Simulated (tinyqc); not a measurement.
Ballistic Schottky-barrier transistor with a one-dimensional channel, WKB contacts: two steps of the calculation.

Source Fermi level 0, drain Fermi level -Vd. Far from the contacts Ec = pn - psi, and the gate moves psi one to one; the band edges relax as exp(-x/lam) from pn at the source and pn - Vd at the drain; Ev = Ec - Eg. A carrier of energy w inside the channel band meets at a contact a barrier of height D (the contact edge beyond the channel edge): T = 1 for w >= D, else exp(-S), S = 4 lam sqrt(m/C) [sqrt(D - w) - sqrt(w) arctan sqrt((D - w)/w)], C = hbar^2/(2 m0). The two contacts combine as Ts Td/(Ts + Td - Ts Td).

Inputs (values chosen for the exercise); channel values close to those of a carbon nanotube:

| symbol | value | unit | meaning |
|---|---|---|---|
| T | 300 | K | temperature |
| Eg | 0.697 | eV | band gap |
| pn | 0.32 | eV | barrier for electrons at both contacts |
| mp | 0.062 | m0 | hole mass |
| g | 2 |  | valleys or subbands |
| lam | 2.4 | nm | screening length at the contacts |
| Vd | 0.05 | V | drain bias |
| ps | -0.17 | V | band shift psi of the channel by the gate |
| w0 | 0.087 | eV | energy of one carrier inside the channel band |
| wm | 0.4 | eV | upper end of the grid |
| nE | 17 |  | points of the grid |

Constants: q = 1.602176634e-19 C, kB = 1.380649e-23 J/K, hbar = 1.054571817e-34 J s, h = 6.62607015e-34 J s, m0 = 9.1093837015e-31 kg, Vt = kB T/q, hbar^2/(2 m0) = 0.0380998212 eV nm^2. Results are converted to the units shown.

Problem 1. Transmission of one of the holes. S and T at both contacts for w = w0, and the tunnelling distance lam ln(D/w) at the higher barrier.

D for holes (eV): source 0.17000000, drain 0.22000000

Wanted: S at the source; S at the drain; combined T; tunnelling distance.

Solution 1.

S at the source = 0.7337
S at the drain = 1.249
combined T = 0.2189
tunnelling distance = 2.227 nm

Problem 2. Current of the holes on a coarse grid. I = g (2 q^2/h) int T(w) [f(Es + w) - f(Ed + w)] dw, f(y) = 1/(1 + exp(y/Vt)). Electrons: Ds = psi, Dd = psi - Vd, Es = Ec, Ed = Ec + Vd. Holes: Ds = -psi, Dd = Vd - psi, Es = -Ev, Ed = -Ev - Vd. The size of each current is taken; both flow from drain to source and add. Simpson's rule on nE equally spaced w from 0 to wm.

Give: w; Ts; Td; T; size of the supply difference; current.

Solution 2.

```
point   w (eV)         Ts         Td          T  size of the supply difference
0      0.00000  0.0064139  0.0032018  0.0021403                      0.0019659
1      0.02500   0.092202   0.048217   0.032695                      7.4867e-4
2      0.05000    0.22080    0.12140   0.084990                      2.8483e-4
3      0.07500    0.38955    0.22623    0.16702                      1.0832e-4
4      0.10000    0.58157    0.35900    0.28531                      4.1187e-5
5      0.12500    0.77262    0.51164    0.44468                      1.5660e-5
6      0.15000    0.93114    0.67197    0.64016                      5.9541e-6
7      0.17500     1.0000    0.82400    0.82400                      2.2638e-6
8      0.20000     1.0000    0.94696    0.94696                      8.6071e-7
9      0.22500     1.0000     1.0000     1.0000                      3.2725e-7
10     0.25000     1.0000     1.0000     1.0000                      1.2442e-7
11     0.27500     1.0000     1.0000     1.0000                      4.7305e-8
12     0.30000     1.0000     1.0000     1.0000                      1.7986e-8
13     0.32500     1.0000     1.0000     1.0000                      6.8383e-9
14     0.35000     1.0000     1.0000     1.0000                      2.6000e-9
15     0.37500     1.0000     1.0000     1.0000                     9.8852e-10
16     0.40000     1.0000     1.0000     1.0000                     3.7584e-10
```

current = 3.7809e-4 uA

Range of the model: No scattering, image-force lowering, channel charge or band-to-band tunnelling; parabolic kappa overstates S deep in the gap.

Program tinyqc, `OMP_NUM_THREADS=1 python tinyqc.py 2390069 2390070 out.jsonl`; Intel Xeon 2.30GHz, shared host, one thread, about 0.03 s.
